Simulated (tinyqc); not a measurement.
Floating body of a partially depleted SOI transistor: body voltage and kink: one step of the calculation.

Source at 0 V. Channel current Ic = 2 nf K Vt^2 [F(0) - F(Vd)](1 + la Vd), F(V) = ln^2(1 + exp((Vg - VT - nf V)/(2 nf Vt))), VT = VT0 - gb Vb. Saturation voltage Vs = 2 Vt sqrt(F(0)) + 3 Vt, excess Ve = (Vd - Vs + sqrt((Vd - Vs)^2 + 0.0004 V^2))/2, multiplication M1 = Ai Ve exp(-Bl/Ve). Each junction passes D(v) = J1 (exp(v/Vt) - 1) + J2 (exp(v/(2 Vt)) - 1). Bipolar current Ib = bb J1 (exp(Vb/Vt) - 1). The body settles where M1 (Ic + Ib) = D(Vb) + D(Vb - Vd) + Vb/Rb; drain current Id = (1 + M1)(Ic + Ib) - D(Vb - Vd).

Problem. Drain current with floating and with grounded body. Id and VT at the converged Vb, Id at Vb = 0, their ratio, and the bipolar share Ib/(Ic + Ib).

Values chosen for this exercise; values of the order met in partially depleted silicon-on-insulator transistors: temperature T = 300 K; threshold at zero body voltage VT0 = 0.33 V; fall of the threshold per volt of body voltage gb = 0.24; slope factor nf = 1.45; gain factor per width K = 490 uA/(V^2 um); channel-length modulation factor la = 0.06 1/V; impact-ionisation prefactor Ai = 2.43 1/V; impact-ionisation voltage Bl = 8.9 V; diffusion saturation current of each junction J1 = 1.2e-13 uA/um; recombination saturation current of each junction J2 = 1.4e-8 uA/um; gain of the lateral bipolar transistor on the diffusion current bb = 0; resistance of a weak body tie to the source (1e9 stands for no tie, and the term is then dropped) Rb = 9e5 kohm um; gate voltage Vg = 0.65 V; drain voltage Vd = 2.1 V.

Constants: q = 1.602176634e-19 C, kB = 1.380649e-23 J/K, Vt = kB T/q. Results are converted to the units shown.

converged Vb = 0.76722540 V

Find: VT; Id, floating; Id, grounded; ratio; bipolar share.

Solution.

VT = 0.1459 V
Id, floating = 49.34 uA/um
Id, grounded = 20.22 uA/um
ratio = 2.440
bipolar share = 0.000 %

The body rises to 0.767 V and lowers the threshold by 184 mV.

Range of the model: The multiplication law is an empirical form chosen for the exercise; self-heating and capacitive coupling to the body are left out, and the linear laws are rough once Vb passes about 0.7 V or M1 about 0.1.

Computed by the program tinyqc: `OMP_NUM_THREADS=1 python tinyqc.py 2182078 2182079 out.jsonl`, one thread of a shared Intel Xeon 2.30GHz, about 0.2 s for the whole run.
